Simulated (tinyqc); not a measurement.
Inside a calculation. Model: MOS inversion layer, Poisson-Schroedinger loop.

Computed by the program tinyqc: `OMP_NUM_THREADS=1 python tinyqc.py 2160089 2160090 out.jsonl`, one thread of a shared Intel Xeon 2.30GHz, about 1 s for the whole run. Printed values are rounded.

Electrons confined at an insulator interface at z = 0, treated as a hard wall; parabolic valleys, Hartree approximation, no image or exchange terms. The depletion charge lies far deeper than the electrons and gives a uniform field q Nd/(eps0 eps_r); the gate balances all charge. Energies are counted from the band edge at the interface.

Parameters, values chosen for the exercise; masses and permittivity close to those of silicon (100): temperature T = 300 K; relative permittivity eps_r = 11.8; mass along z of valley set A (2 valley(s)) mz1 = 0.915 m0; in-plane density-of-states mass of set A md1 = 0.193 m0; mass along z of valley set B (4 valley(s)) mz2 = 0.193 m0; in-plane density-of-states mass of set B md2 = 0.41 m0; sheet density of electrons Ns = 4.3e11 cm^-2; sheet density of depletion charge Nd = 1.3e11 cm^-2; extra shift of set B (strain) dE = 0 eV; mesh step hz = 3.3 nm; mixing factor a = 0.5.

Constants: q = 1.602176634e-19 C, kB = 1.380649e-23 J/K, hbar = 1.054571817e-34 J s, m0 = 9.1093837015e-31 kg, Vt = kB T/q, eps0 = 8.8541878128e-14 F/cm where lengths are in cm, hbar^2/(2 m0) = 0.0380998212 eV nm^2. Results are converted to the units shown.

## Fixed part of the potential

```
node,z (nm)
1,3.3
2,6.6
3,9.9
4,13.2
5,16.5
6,19.8
7,23.1
8,26.4
9,29.7
10,33
11,36.3
12,39.6
13,42.9
14,46.2
15,49.5
16,52.8
```

V0 = q Nd z/(eps0 eps_r) in eV.

```
node,fixed potential V0 (eV)
1,0.006579
2,0.013157
3,0.019736
4,0.026315
5,0.032893
6,0.039472
7,0.046051
8,0.052629
9,0.059208
10,0.065787
11,0.072365
12,0.078944
13,0.085522
14,0.092101
15,0.098680
16,0.105258
```

## Round 1: levels and probability densities

```
node,self-consistent potential U at the start (eV)
1,0
2,0
3,0
4,0
5,0
6,0
7,0
8,0
9,0
10,0
11,0
12,0
13,0
14,0
15,0
16,0
```

Tridiagonal Hamiltonian with psi = 0 one step beyond both ends: H_ii = C (1/m_(i-1/2) + 1/m_(i+1/2))/hz^2 + V0_i + U_i (+ dE for the set B), H_(i,i+1) = -C/(m_(i+1/2) hz^2), C = hbar^2/(2 m0). The lowest 2 level(s) of each valley set are kept, normalised to hz sum |psi|^2 = 1. The mass is the same on all intervals.

levels (eV): A1 0.0122793, A2 0.0205455, B1 0.0211388, B2 0.0362931

```
node,|psi|^2 of A1 (1/nm),|psi|^2 of A2 (1/nm),|psi|^2 of B1 (1/nm),|psi|^2 of B2 (1/nm)
1,0.237111,0.059589,0.087764,0.0702399
2,0.061451,0.162779,0.125705,0.0091439
3,0.004325,0.073680,0.065916,0.0383468
4,0.000141,0.006717,0.019338,0.0951173
5,0.000003,0.000260,0.003732,0.0631163
6,0.000000,0.000006,0.000517,0.0215883
7,0.000000,0.000000,0.000054,0.0046778
8,0.000000,0.000000,0.000004,0.0007115
9,0.000000,0.000000,0.000000,0.0000809
10,0.000000,0.000000,0.000000,0.0000072
11,0.000000,0.000000,0.000000,0.0000005
12,0.000000,0.000000,0.000000,0.0000000
13,0.000000,0.000000,0.000000,0.0000000
14,0.000000,0.000000,0.000000,0.0000000
15,0.000000,0.000000,0.000000,0.0000000
16,0.000000,0.000000,0.000000,0.0000000
```

## Round 1: Fermi level and occupations

Level k holds N_k = D_k Vt ln(1 + exp((EF - E_k)/Vt)) with D = 2 md1 m0 q/(pi hbar^2) for the set A, D = 4 md2 m0 q/(pi hbar^2) for the set B per eV (spin included); EF is fixed by sum N_k = Ns.

EF = -0.0943755 eV
N_k (cm^-2): A1 6.67992e10, A2 4.86245e10, B1 2.01930e11, B2 1.12646e11

## Round 1: density, output potential and mixing

n_i = sum_k N_k |psi_k|^2 (converted to cm^-3). Hartree part by Gauss: on the interval before node i the electrons still beyond are S_i = Ns - hz sum_(j<i) n_j, and U_i = U_(i-1) + q S_i hz/(eps0 eps_r) in eV, U_0 = 0 at the interface. Mixing: U(new) = U + a (U(out) - U).

```
node,n (1e17 cm^-3),U(out) (eV),U after round 1 (eV)
1,4.43707,0.0217602,0.0108801
2,3.84335,0.0361106,0.0180553
3,2.15015,0.0440427,0.0220214
4,1.49557,0.0483842,0.0241921
5,0.78763,0.0502281,0.0251141
6,0.25365,0.0507567,0.0253784
7,0.05379,0.0508618,0.0254309
8,0.00811,0.0508770,0.0254385
9,0.00092,0.0508787,0.0254393
10,0.00008,0.0508788,0.0254394
11,0.00001,0.0508788,0.0254394
12,0.00000,0.0508788,0.0254394
13,0.00000,0.0508788,0.0254394
14,0.00000,0.0508788,0.0254394
15,0.00000,0.0508788,0.0254394
16,0.00000,0.0508788,0.0254394
```

## Round 2: levels and probability densities

As before.

levels (eV): A1 0.0240761, A2 0.0385077, B1 0.0373828, B2 0.0569811

```
node,|psi|^2 of A1 (1/nm),|psi|^2 of A2 (1/nm),|psi|^2 of B1 (1/nm),|psi|^2 of B2 (1/nm)
1,0.282079,0.020060,0.143861,0.0738421
2,0.020463,0.246434,0.116759,0.0023989
3,0.000483,0.035100,0.035269,0.0900436
4,0.000006,0.001407,0.006276,0.0894970
5,0.000000,0.000029,0.000784,0.0366343
6,0.000000,0.000000,0.000075,0.0089259
7,0.000000,0.000000,0.000006,0.0014874
8,0.000000,0.000000,0.000000,0.0001824
9,0.000000,0.000000,0.000000,0.0000173
10,0.000000,0.000000,0.000000,0.0000013
11,0.000000,0.000000,0.000000,0.0000001
12,0.000000,0.000000,0.000000,0.0000000
13,0.000000,0.000000,0.000000,0.0000000
14,0.000000,0.000000,0.000000,0.0000000
15,0.000000,0.000000,0.000000,0.0000000
16,0.000000,0.000000,0.000000,0.0000000
```

## Round 2: Fermi level and occupations

As before.

EF = -0.0776166 eV
N_k (cm^-2): A1 8.07980e10, A2 4.64255e10, B1 2.05969e11, B2 9.68070e10

## Round 2: density, output potential and mixing

As before.

```
node,n (1e17 cm^-3),U(out) (eV),U after round 2 (eV)
1,6.05021,0.0217602,0.0163201
2,3.73751,0.0334167,0.0257360
3,1.76498,0.0388317,0.0304265
4,1.00225,0.0412992,0.0327457
5,0.37093,0.0420931,0.0336036
6,0.08795,0.0422674,0.0338229
7,0.01452,0.0422949,0.0338629
8,0.00177,0.0422982,0.0338683
9,0.00017,0.0422985,0.0338689
10,0.00001,0.0422985,0.0338690
11,0.00000,0.0422985,0.0338690
12,0.00000,0.0422985,0.0338690
13,0.00000,0.0422985,0.0338690
14,0.00000,0.0422985,0.0338690
15,0.00000,0.0422985,0.0338690
16,0.00000,0.0422985,0.0338690
```

## Course of the self-consistent loop

Start from U = 0. Stop when the largest |U(out) - U| is below 1e-7 eV, or after 120 rounds.

Course of the iteration:
```
round,level A1 (eV),EF (eV),largest |U(out) - U| (eV)
1,0.0122793,-0.0943755,0.0509
2,0.0240761,-0.0776166,0.0171
3,0.0296524,-0.0708220,7.31e-3
4,0.0324128,-0.0676806,3.34e-3
5,0.0337870,-0.0661773,1.59e-3
6,0.0344724,-0.0654459,7.73e-4
7,0.0348146,-0.0650867,3.78e-4
8,0.0349854,-0.0649092,1.86e-4
9,0.0350708,-0.0648212,9.17e-5
10,0.0351135,-0.0647775,4.53e-5
11,0.0351348,-0.0647557,2.25e-5
12,0.0351454,-0.0647449,1.11e-5
13,0.0351508,-0.0647395,5.54e-6
14,0.0351534,-0.0647368,2.75e-6
15,0.0351547,-0.0647355,1.37e-6
16,0.0351554,-0.0647348,6.82e-7
17,0.0351557,-0.0647345,3.40e-7
18,0.0351559,-0.0647343,1.69e-7
19,0.0351560,-0.0647342,8.44e-8
```

Converged in 19 rounds. Towards the end the residual shrinks by a factor of about 0.50 a round.

## Converged levels, occupations and centroid

```
node,converged U (eV)
1,0.0217601
2,0.0324687
3,0.0372841
4,0.0394063
5,0.0400641
6,0.0402041
7,0.0402255
8,0.0402280
9,0.0402283
10,0.0402283
11,0.0402283
12,0.0402283
13,0.0402283
14,0.0402283
15,0.0402283
16,0.0402283
```

Solve for the levels with V0 + U, find EF, n_i = sum_k N_k |psi_k|^2 (in cm^-3); share of each level N_k/Ns; centroid sum n z/sum n.

levels (eV): A1 0.0351560, A2 0.0528256, B1 0.0500927, B2 0.0711395
EF = -0.0647342 eV
shares (%): A1 20.1331, A2 10.2165, B1 48.2186, B2 21.4318

```
node,n (1e17 cm^-3)
1,6.61781
2,3.52900
3,1.61271
4,0.87687
5,0.31011
6,0.07096
7,0.01137
8,0.00135
9,0.00012
10,0.00001
11,0.00000
12,0.00000
13,0.00000
14,0.00000
15,0.00000
16,0.00000
```

centroid = 6.10076 nm

An 800-node mesh to 90 nm with 8 levels a set gives A1 = 0.03236 eV, EF = -0.07240 eV and a centroid of 8.485 nm; the levels kept above hold 71.8 % of the electrons there. The coarse centroid is 28 % below the fine one.

## Closed-form estimates

Triangular well: E_k = a_k (C F^2/mz)^(1/3), a_1 = 2.338107, a_2 = 4.087949, C = hbar^2/(2 m0), F in eV/nm. Fang-Howard (all electrons in the lowest level of set A): b^3 = 6 (mz1/C) q (Nd + 11 Ns/32)/(eps0 eps_r), centroid 3/b, level C b^2/(4 mz1) + (3/b) q (Nd + 11 Ns/16)/(eps0 eps_r). Use F = q (Nd + Ns)/(eps0 eps_r), the surface field, and F = q (Nd + Ns/2)/(eps0 eps_r).

A1 with the surface field = 0.0339842 eV
A1 with Nd + Ns/2 = 0.0246054 eV
A2 with Nd + Ns/2 = 0.0430202 eV
b = 0.849885 1/nm
Fang-Howard centroid = 3.52989 nm
Fang-Howard level = 0.0305583 eV

Against the self-consistent A1 = 0.03236 eV on a fine mesh, the surface-field estimate is 5.0 % above it, the half-charge one 24 % below it and Fang-Howard 5.6 % below it. A1 holds 16.7 % of the electrons, and the Fang-Howard centroid is 58 % below the full one.
